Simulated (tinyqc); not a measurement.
Quantum-well laser, gain and threshold: one step of the calculation.

One electron and one heavy-hole subband per well, parabolic, with equal sheet densities n of electrons and holes; k-conserving transitions, TE polarisation, no line broadening, so the gain starts as a step at E0 and peaks there. All wells are pumped alike.

Question. Threshold density by Newton steps. fe = 1 - exp(-n/Nc) and fh = 1 - exp(-n/Nv) are the fillings of the two band edges; f = g0 (fe + fh - 1) - gth; f' = g0 [(1 - fe)/Nc + (1 - fh)/Nv]; n(new) = n - f/f'.

n at the start = 1.4e12 cm^-2
Nc = 7.1274680e11 cm^-2
Nv = 4.0065009e12 cm^-2
g0(E0) = 7959.0314 1/cm
gth = 244.94706 1/cm

Find: fe; fh; f; f'; n after iteration 1.

Answer.

fe = 0.8597
fh = 0.2949
f = 985.9 1/cm
f' = 2.967e-9 cm
n after iteration 1 = 1.068e12 cm^-2

Range of the model: The second hole subband, left out here, lies within about 2 Vt of the first in a well this wide.

Numbers from tinyqc (`OMP_NUM_THREADS=1 python tinyqc.py 2840008 2840009 out.jsonl`; about 0.01 s on one thread of a shared Intel Xeon 2.30GHz).
